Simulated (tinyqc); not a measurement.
Ellipsometry and reflectance of a transparent film on an absorbing substrate: two steps of the calculation.

Air (index 1), film, substrate with N2 = n2 - i k2; time factor exp(+i w t). q_j = sqrt(N_j^2 - sin^2 th), root with positive real part. Fresnel coefficients r_s = (q_a - q_b)/(q_a + q_b), r_p = (N_b^2 q_a - N_a^2 q_b)/(N_b^2 q_a + N_a^2 q_b). tan(Psi) exp(i Delta) = R_p/R_s, Delta taken from 0 to 360 degrees.

Values chosen for this exercise; indices close to those of a porous low-k film on silicon: wavelength lam = 405 nm; angle of incidence th = 65 degrees; index of the transparent film n1 = 1.291; film thickness d = 2.4 nm; index of the substrate n2 = 5.42; extinction coefficient of the substrate k2 = 0.329.

Problem 1. Interface coefficients and thickness period. q0, q1, q2 and the coefficients r01 and r12 for p and s; the results repeat in d with the period lam/(2 q1).

Give: q0; q1; q2; r01,p; r01,s; r12,p; r12,s; period.

Solution 1.

q0 = 0.4226
q1 = 0.9194
q2 = 5.344-0.334i
r01,p = -0.1324
r01,s = -0.3702
r12,p = 0.5050-0.0219i
r12,s = -0.7073+0.0156i
period = 220.3 nm

Problem 2. Psi, Delta and reflectances. beta = 2 pi d q1/lam, X = exp(-2 i beta), R = (r01 + r12 X)/(1 + r01 r12 X) for p and s.

q1 = 0.91939502
r01,p = -0.13242385
r01,s = -0.37017276
r12,p = 0.50498700-0.02194886i
r12,s = -0.70725267+0.01559607i

Give: beta; X; R_p; R_s; Psi; Delta; |R_p|^2; |R_s|^2.

Solution 2.

beta = 0.034232 rad
X = 0.99766-0.06841i
R_p = 0.39573-0.06364i
R_s = -0.85305+0.03470i
Psi = 25.148 degrees
Delta = 173.19 degrees
|R_p|^2 = 0.16065
|R_s|^2 = 0.72890

The bare substrate gives Psi = 25.10 and Delta = 177.02 degrees.

Computed by the program tinyqc: `OMP_NUM_THREADS=1 python tinyqc.py 2870151 2870152 out.jsonl`, one thread of a shared Intel Xeon 2.30GHz, about 0.01 s for the whole run.
